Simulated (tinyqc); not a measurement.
Changing the central-cell range lambda: effective-mass impurity with a central-cell term, in a basis of Slater functions. Computed by tinyqc, a small Python program. Command: `OMP_NUM_THREADS=1 python tinyqc.py 3007545 3007546 out.jsonl centralcell sweep`. One thread of a shared host (Intel(R) Xeon(R) Processor @ 2.30GHz), about 0.01 s of CPU time with the checks.

The envelope obeys H = -nabla^2 - (2/r) [Z + A exp(-kappa r)] in effective units, with kappa = a*/lambda; positive A deepens the well near the core.

Inputs (values chosen for the exercise, with mass and screening modelled on InP):
```
quantity,value,unit
effective mass m,0.0808,m_0
dielectric constant eps,12.2,-
charge Z of the core,1,-
central-cell strength A,12,-
```

Impurity: donor, one isotropic band.

Constants: Ry = 13.605693123 eV; a_0 = 0.529177210903 angstrom.

Method:
- Units: Ry* = Ry m/eps^2 and a* = a_0 eps/m, with m in m_0.
- kappa = a*/lambda; the hydrogenic ground state is bound by Z^2 Ry*.
- For s functions exp(-zeta r), with s = zeta_i + zeta_j: S = 2/s^3, T = zeta_i zeta_j S, V = -2 Z/s^2, W = -2 A/(s + kappa)^2; each function is normalised by dividing by sqrt(S_ii S_jj).
- Large basis: zeta_i = 0.06 x 1.6^(i-1), i = 1..22, same formulas; for p functions r exp(-zeta r): S = 24/s^5, T = zeta_i zeta_j S (centrifugal term included), V = -12 Z/s^4, W = -12 A/(s + kappa)^4; overlap eigenvalues below 1e-11 are dropped.
- Binding energies are -E Ry*; the effective quantum number is nu = Z/sqrt(-E); |psi(0)|^2 is given relative to the hydrogenic Z^3/(pi a*^3).

One run for each value:
```
central-cell range lambda (angstrom),1s binding energy (meV),2s binding energy (meV),2p binding energy (meV),relative |psi(0)|^2,kappa (1/a*)
0.50,7.4157,1.8502,1.8465,1.3896,159.80
0.60,7.4294,1.8519,1.8465,1.4936,133.17
0.72,7.4497,1.8544,1.8465,1.6332,110.97
0.86,7.4792,1.8581,1.8465,1.8199,92.91
1.00,7.5156,1.8626,1.8465,2.0370,79.90
1.20,7.5809,1.8706,1.8465,2.4121,66.58
1.50,7.7143,1.8868,1.8465,3.1678,53.27
1.80,7.9022,1.9092,1.8465,4.2671,44.39
```

Over the rows, 1s binding energy (meV) rises from 7.42 to 7.90 (exponent d ln y / d ln x 0.010 between the first rows and 0.13 between the last); 2s binding energy (meV) rises from 1.85 to 1.91 (exponent d ln y / d ln x 0.0051 between the first rows and 0.065 between the last); 2p binding energy (meV) rises from 1.846480 to 1.846490. To first order the 1s shift grows as lambda^2 while kappa = a*/lambda is large against 2 Z, and more slowly after; 2p vanishes at the core and moves far less.
